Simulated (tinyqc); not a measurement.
Plane-wave Kohn-Sham cycle with exchange-only LDA in a layered model solid, step by step. Computed by tinyqc, a small Python program that keeps every step. Settings: points = 16, plane-wave index or count = 3, electrons = 2, k points = 3, area = 12.0, mixing = 0.5, iteration cap = 75, Kerker q0 = 1.36. Command: `OMP_NUM_THREADS=1 python tinyqc.py 20234 20235 out.jsonl` (the two numbers bound the seeds that draw the settings). One thread of a shared host (Intel(R) Xeon(R) Processor @ 2.60GHz), about 0.05 s of CPU time with the checks. Later iterations appear only in the table of the cycle.

## Iteration 1: potential

A solid whose potential varies along x alone (atomic units):
```
parameter,value
period a,13.200000
cross-section of the cell,12.000000
electrons per cell,2
grid points,16
"plane waves -n..n, n",3
k points,3
V1 in V1 cos(2 pi x/a),-0.510000
V2 in V2 cos(4 pi x/a),0.080000
```

density at the start, on the grid x_j = j a/N (e/bohr^3): 0.01262626  0.01262626  0.01262626  0.01262626  0.01262626  0.01262626  0.01262626  0.01262626  0.01262626  0.01262626  0.01262626  0.01262626  0.01262626  0.01262626  0.01262626  0.01262626

V_H(G) = 4 pi rho(G)/G^2 for G != 0 (uniform background); v_x = -(3 rho/pi)^(1/3); V = V_ext + V_H + v_x; Fourier components f(G_m) = (1/N) sum_j f(x_j) exp(-i G_m x_j).

Potentials on the grid (hartree):
```
x,V_ext,V_H,v_x,V
0.000000,-0.430000,0.000000,-0.229306,-0.659306
0.825000,-0.414610,0.000000,-0.229306,-0.643916
1.650000,-0.360624,0.000000,-0.229306,-0.589930
2.475000,-0.251737,0.000000,-0.229306,-0.481043
3.300000,-0.080000,0.000000,-0.229306,-0.309306
4.125000,0.138600,0.000000,-0.229306,-0.090706
4.950000,0.360624,0.000000,-0.229306,0.131318
5.775000,0.527747,0.000000,-0.229306,0.298441
6.600000,0.590000,0.000000,-0.229306,0.360694
7.425000,0.527747,0.000000,-0.229306,0.298441
8.250000,0.360624,0.000000,-0.229306,0.131318
9.075000,0.138600,0.000000,-0.229306,-0.090706
9.900000,-0.080000,0.000000,-0.229306,-0.309306
10.725000,-0.251737,0.000000,-0.229306,-0.481043
11.550000,-0.360624,0.000000,-0.229306,-0.589930
12.375000,-0.414610,0.000000,-0.229306,-0.643916
```

V(G_m), m = 0, 1, 2, ... (hartree): -0.229306  -0.255000  0.040000  0.000000  0.000000  0.000000  0.000000

## Iteration 1: Hamiltonian at one k

k = 0.000000 2 pi / a

H(m,m') = (k + G_m)^2/2 delta + V(G_m - G_m'), with V(-G) = V(G).

H (hartree), lower triangle:
```
,-3,-2,-1,+0,+1,+2,+3
-3,0.790281
-2,-0.255000,0.223844
-1,0.040000,-0.255000,-0.116019
+0,0.000000,0.040000,-0.255000,-0.229306
+1,0.000000,0.000000,0.040000,-0.255000,-0.116019
+2,0.000000,0.000000,0.000000,0.040000,-0.255000,0.223844
+3,0.000000,0.000000,0.000000,0.000000,0.040000,-0.255000,0.790281
```

## Iteration 1: levels at that k

Diagonalise the Hermitian matrix.

eigenvalues (hartree): -0.541146  -0.290322  -0.033152  0.243637  0.371641  0.904791  0.911458

## Iteration 1: new density

Motion across x is left out: the lowest 1 band(s) hold two electrons at each of the k points (j + 1/2)/nk - 1/2. Residual R = rho(out) - rho(in); rho(new) = rho(in) + 0.5 R, with R(G) scaled by G^2/(G^2 + 1.36^2) (Kerker). rho(out) = 2/(a A nk) sum |psi|^2 with psi = sum c exp(i G x). Harris energy E = band energy - dV sum rho (V_H/2 + v_x) + (3/4) dV sum rho v_x with rho(in), dV = a A/N, band energy = (2/nk) sum of the filled levels.

rho(out) (e/bohr^3): 0.04669706  0.03959742  0.02402366  0.01028006  0.00304163  0.00061609  0.00008974  0.00001147  0.00000296  0.00001147  0.00008974  0.00061609  0.00304163  0.01028006  0.02402366  0.03959742

density after iteration 1 (e/bohr^3): 0.01643136  0.01513124  0.01261507  0.01111862  0.01114486  0.01177377  0.01226032  0.01248142  0.01253825  0.01248142  0.01226032  0.01177377  0.01114486  0.01111862  0.01261507  0.01513124

energy per cell = -0.96760208 hartree

## Iteration 2: potential

As before.

Potentials on the grid (hartree):
```
x,V_ext,V_H,v_x,V
0.000000,-0.430000,0.089888,-0.250350,-0.590462
0.825000,-0.414610,0.074603,-0.243565,-0.583572
1.650000,-0.360624,0.038794,-0.229238,-0.551069
2.475000,-0.251737,0.002273,-0.219790,-0.469254
3.300000,-0.080000,-0.022495,-0.219963,-0.322457
4.125000,0.138600,-0.035007,-0.224025,-0.120432
4.950000,0.360624,-0.040101,-0.227069,0.093455
5.775000,0.527747,-0.041869,-0.228426,0.257452
6.600000,0.590000,-0.042284,-0.228772,0.318944
7.425000,0.527747,-0.041869,-0.228426,0.257452
8.250000,0.360624,-0.040101,-0.227069,0.093455
9.075000,0.138600,-0.035007,-0.224025,-0.120432
9.900000,-0.080000,-0.022495,-0.219963,-0.322457
10.725000,-0.251737,0.002273,-0.219790,-0.469254
11.550000,-0.360624,0.038794,-0.229238,-0.551069
12.375000,-0.414610,0.074603,-0.243565,-0.583572
```

V(G_m), m = 0, 1, 2, ... (hartree): -0.228955  -0.227618  0.046633  0.000183  -0.000075  0.000078  0.000041

## Iteration 2: Hamiltonian at one k

k = 0.000000 2 pi / a

As before.

H (hartree), lower triangle:
```
,-3,-2,-1,+0,+1,+2,+3
-3,0.790633
-2,-0.227618,0.224195
-1,0.046633,-0.227618,-0.115667
+0,0.000183,0.046633,-0.227618,-0.228955
+1,-0.000075,0.000183,0.046633,-0.227618,-0.115667
+2,0.000078,-0.000075,0.000183,0.046633,-0.227618,0.224195
+3,0.000041,0.000078,-0.000075,0.000183,0.046633,-0.227618,0.790633
```

## Iteration 2: levels at that k

As before.

eigenvalues (hartree): -0.492718  -0.270675  -0.031237  0.238030  0.349857  0.885207  0.890904

## Iteration 2: new density

As before.

rho(out) (e/bohr^3): 0.04353106  0.03782459  0.02462756  0.01174873  0.00396339  0.00091126  0.00014512  0.00002047  0.00000691  0.00002047  0.00014512  0.00091126  0.00396339  0.01174873  0.02462756  0.03782459

density after iteration 2 (e/bohr^3): 0.01900224  0.01704534  0.01305576  0.01031664  0.00997289  0.01089280  0.01178562  0.01225027  0.01237933  0.01225027  0.01178562  0.01089280  0.00997289  0.01031664  0.01305576  0.01704534

energy per cell = -0.87468948 hartree

## Convergence

Stop when sqrt(dV sum R^2) is below 1e-8, dV = a A/N.

Course of the cycle:
```
iteration,E (hartree),norm of the residual
1,-0.96760208,2.03e-01
2,-0.87468948,1.77e-01
3,-0.79963711,1.55e-01
4,-0.73976381,1.37e-01
5,-0.69223920,1.22e-01
6,-0.65461443,1.09e-01
7,-0.62489937,9.75e-02
8,-0.60151542,8.73e-02
9,-0.58321623,7.81e-02
10,-0.56901019,6.96e-02
11,-0.55809703,6.18e-02
...,...,...
65,-0.52840939,6.06e-06
66,-0.52840939,5.09e-06
67,-0.52840939,4.27e-06
68,-0.52840939,3.58e-06
69,-0.52840939,3.01e-06
70,-0.52840939,2.53e-06
71,-0.52840939,2.12e-06
72,-0.52840939,1.78e-06
73,-0.52840939,1.49e-06
74,-0.52840939,1.25e-06
75,-0.52840939,1.05e-06
```

Not converged within 75 iterations: the residual falls steadily but slowly, by a factor of about 0.84 a step. Reruns (cap 100 unless said): mixing 0.1: not converged; mixing 0.5, Kerker q0 1.0: converged in 64 (E = -0.52841); mixing 0.3, Pulay depth 5: converged in 30 (E = -0.52841); the original settings with a cap of 400: converged in 102 (E = -0.52841).
